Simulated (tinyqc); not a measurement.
What each parameter does: WKB tunnelling through a gate dielectric with a two-band (Franz) dispersion.

At depth x the conduction edge lies u(x) = phi - V x/t above the electron. Parabolic: kappa = sqrt(m u/c). Franz: kappa = sqrt(m u (1 - u/Eg)/c), which vanishes at both band edges. c = hbar^2/2m0. T = exp(-2 integral of kappa dx) over the region u > 0; no image force, no prefactor, zero transverse momentum. The region ends at x_e = min(t, phi t/V); x_e < t is the Fowler-Nordheim regime.

Constants: hbar^2/2m0 = 3.80998211 eV angstrom^2.

Inputs chosen for the exercise (of the size used for SiO2 on silicon; the results hold for these values, not for the real material): Eg = 9.05 eV (gap of the dielectric); phi = 2.95 eV (barrier above the electron energy at the emitter); m = 0.49 m0 (mass at the conduction edge); t = 23 angstrom (thickness); V = 2.2 V (voltage across the layer).

Exponents 2 I in closed form.

One parameter was then changed.

Results before and after:

| case | 2 I parabolic | 2 I Franz | log10 T Franz |
|---|---|---|---|
| base | 22.082 | 19.521 | -8.478 |
| changed | 23.881 | 20.691 | -8.986 |

Which of these changes was made? (a) phi = 3.245 eV; (b) t = 20.7 angstrom; (c) V = 1.98 V; (d) Eg = 9.955 eV; (e) m = 0.441 m0.

Answer: (a) phi = 3.245 eV. Of the candidates, run in turn, only this one gives the changed row.

All candidates:

| case | 2 I parabolic | 2 I Franz | log10 T Franz |
|---|---|---|---|
| base | 22.082 | 19.521 | -8.478 |
| Eg = 9.955 eV | 22.082 | 19.769 | -8.586 |
| phi = 3.245 eV | 23.881 | 20.691 | -8.986 |
| m = 0.441 m0 | 20.949 | 18.519 | -8.043 |
| t = 20.7 angstrom | 19.874 | 17.569 | -7.630 |
| V = 1.98 V | 22.837 | 20.074 | -8.718 |

The exponent is linear in t and goes as sqrt(m); Eg enters the two-band form alone.

Run: tinyqc, `OMP_NUM_THREADS=1 python tinyqc.py 1481786 1481787 out.jsonl`; Intel(R) Xeon(R) Processor @ 2.30GHz, one thread, shared host; about 0.01 s of CPU time with all checks.
